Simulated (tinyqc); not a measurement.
Inside a calculation. Model: harmonic transition-state theory with quantum, tunnelling and friction corrections. Computed by tinyqc, a small Python program that keeps every step. Command: `OMP_NUM_THREADS=1 python tinyqc.py 3018505 3018506 out.jsonl rates walk`. One thread of a shared host (Intel(R) Xeon(R) Processor @ 2.30GHz), about 0.04 s of CPU time with the checks. Intermediate numbers are printed to about 6 digits and carried at full precision; extremes and crossings named in words are read from the listed rows.

One atom hops between equivalent sites; three modes at the minimum and two real modes at the saddle are treated as harmonic, the rest of the crystal as unchanged; melting is ignored, so hot rows may lie above the melting point.

Inputs (values chosen for the exercise, modelled on interstitial copper in silicon):

| quantity | value | unit |
|---|---|---|
| barrier E_b | 0.206 | eV |
| imaginary frequency at the saddle nu_b | 4.22 | THz |
| temperature T | 135 | K |
| jump length d | 2.35 | angstrom |
| number of jump directions z | 4 | - |

Lattice of sites: three-dimensional. Correction studied: tunnelling.

frequencies at the minimum (THz): 4.71  4.84  7.42

real frequencies at the saddle (THz): 5.9  8.54

Constants: k_B = 8.617333262e-05 eV/K; h x 1 THz = 4.135667696 meV.

## Classical rate and diffusivity

Vineyard: nu* = product of minimum frequencies / product of real saddle frequencies; k_cl = nu* exp(-E_b/(k_B T)). Activation entropy S = k_B ln(nu* h/(k_B T)); for uncorrelated jumps D = z k d^2/6 and D0 = z nu* d^2/6; 1 angstrom^2 = 1e-16 cm^2.

prefactor nu* = 3.35707 THz

classical rate k_cl = 68490.8 1/s

activation entropy in the Eyring form = 0.176837 k_B

classical diffusivity D = 2.52160e-11 cm^2/s

prefactor D0 = 0.00123596 cm^2/s

Caution: h nu exceeds k_B T, so zero-point and tunnelling corrections to the classical rate matter.

## Quantum harmonic rate

Quantum harmonic: k_q = (k_B T/h) [prod 2 sinh(x_i/2) (minimum) / prod 2 sinh(x_j/2) (saddle)] exp(-E_b/(k_B T)), x = h nu/(k_B T). Zero-point correction to the barrier = (h/2)(sum of saddle frequencies - sum of minimum frequencies).

x at the minimum: 1.67440  1.72062  2.63781

x at the saddle: 2.09745  3.03597

zero-point correction = -5.23162 meV

quantum harmonic rate k_q = 66743.1 1/s

ratio k_q/k_cl = 0.974483

To second order in x the ratio is 1 + (sum x_i^2 - sum x_j^2)/24 = 0.9627.

## Tunnelling factors

With u = h nu_b/(k_B T): Wigner factor 1 + u^2/24; parabolic barrier (Bell) (u/2)/sin(u/2), valid above T_c = h nu_b/(2 pi k_B); symmetric Eckart barrier: kappa = int_0^infinity P(E) exp(-(E - E_b)/(k_B T)) dE/(k_B T), P = (cosh 2a - 1)/(cosh 2a + cosh 2d), a = alpha sqrt(E/E_b), alpha = 2 pi E_b/(h nu_b), 2d = 2 sqrt(alpha^2 - pi^2/4).

u = 1.50021

crossover temperature T_c = 32.2333 K

Wigner factor = 1.09378

Bell factor = 1.10032

Eckart factor = 1.10518

T/T_c = 4.19: tunnelling near the top of the barrier speeds the rate.

## Corrections over temperature

A dash marks the Bell factor within 3 % of T_c or below.

Rates and factors:

| T/T_c | T (K) | k_cl (1/s) | k_q/k_cl | Wigner | Bell | Eckart |
|---|---|---|---|---|---|---|
| 0.70 | 22.563 | 3.26227e-34 | 2.06433 | 4.35701 | - | 3.65438e+05 |
| 0.85 | 27.398 | 4.29894e-26 | 1.55858 | 3.27673 | - | 2.00883e+02 |
| 1.00 | 32.233 | 2.07612e-20 | 1.31371 | 2.64493 | - | 1.47238e+01 |
| 1.20 | 38.680 | 4.84585e-15 | 1.14796 | 2.14232 | 5.23599 | 4.54711e+00 |
| 1.50 | 48.350 | 1.13107e-09 | 1.03753 | 1.73108 | 2.41840 | 2.36254e+00 |
| 2.00 | 64.467 | 2.64001e-04 | 0.97812 | 1.41123 | 1.57080 | 1.57127e+00 |
| 3.00 | 96.700 | 6.16203e+01 | 0.96553 | 1.18277 | 1.20920 | 1.21504e+00 |
| 5.00 | 161.167 | 1.21400e+06 | 0.97997 | 1.06580 | 1.06896 | 1.07316e+00 |
| 10.00 | 322.333 | 2.01878e+09 | 0.99389 | 1.01645 | 1.01664 | 1.01883e+00 |

Among these rows Wigner agrees with Eckart to 5 % from T/T_c = 3 upwards. In the first row the Eckart factor is 365000 against 4.36: the Wigner form keeps only the first term in u^2. The Bell factor diverges at T_c, because an inverted parabola has no bottom. Caution: rows below T_c rest on a separable one-dimensional tunnelling factor, which is unreliable there. Caution: rates below 1e-18 per second mean less than one hop in the age of the universe; those rows only illustrate the factors.

Checks made by the program: quantum rate against the classical one at very high temperature (relative difference 7e-10).
